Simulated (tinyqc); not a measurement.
Threshold for a surface state: Tamm state at the end of a one-band chain.

A half-infinite chain with site energy 0 and hopping -t, band E = -2t cos(ka); the end site has energy D. The surface Green function of the unperturbed half chain is g = (E -/+ sqrt(E^2 - 4t^2))/(2t^2), the root with |t g| <= 1 and Im g <= 0, and with the shift G = g/(1 - D g).

Parameters, chosen for this exercise: t = 2.28 eV (hopping); a = 3.3 angstrom (spacing).

For |D| > t: E = D + t^2/D, weight on the end site 1 - t^2/D^2, decay length of the amplitude a/ln|D/t|; a dash: no bound state. The last column is the surface density -Im G/pi at E = 0.

Against D:

| D/t | D (eV) | E (eV) | end weight | decay length (angstrom) | density at E = 0 (1/eV) |
|---|---|---|---|---|---|
| -3.00 | -6.840 | -7.6000 | 0.8889 | 3.00 | 0.0140 |
| -2.00 | -4.560 | -5.7000 | 0.7500 | 4.76 | 0.0279 |
| -1.40 | -3.192 | -4.8206 | 0.4898 | 9.81 | 0.0472 |
| -1.10 | -2.508 | -4.5807 | 0.1736 | 34.62 | 0.0632 |
| -0.80 | -1.824 | - | - | - | 0.0851 |
| 0.50 | 1.140 | - | - | - | 0.1117 |
| 0.95 | 2.166 | - | - | - | 0.0734 |
| 1.05 | 2.394 | 4.5654 | 0.0930 | 67.64 | 0.0664 |
| 1.30 | 2.964 | 4.7178 | 0.4083 | 12.58 | 0.0519 |
| 2.50 | 5.700 | 6.6120 | 0.8400 | 3.60 | 0.0193 |

A state splits off only for |D| > t = 2.28 eV, although in the middle of an endless chain any shift binds one. Just past the threshold, at D/t = 1.05, it lies 5.4 meV outside the band and spreads over 67.6 angstrom; at D/t = -3 it holds 89 % of the end site, and the density left at the band centre has fallen to 0.10 of the clean value.

(tinyqc, `OMP_NUM_THREADS=1 python tinyqc.py 1482207 1482208 out.jsonl`, Intel(R) Xeon(R) Processor @ 2.30GHz, 1 thread, shared host, about 0.01 s.)
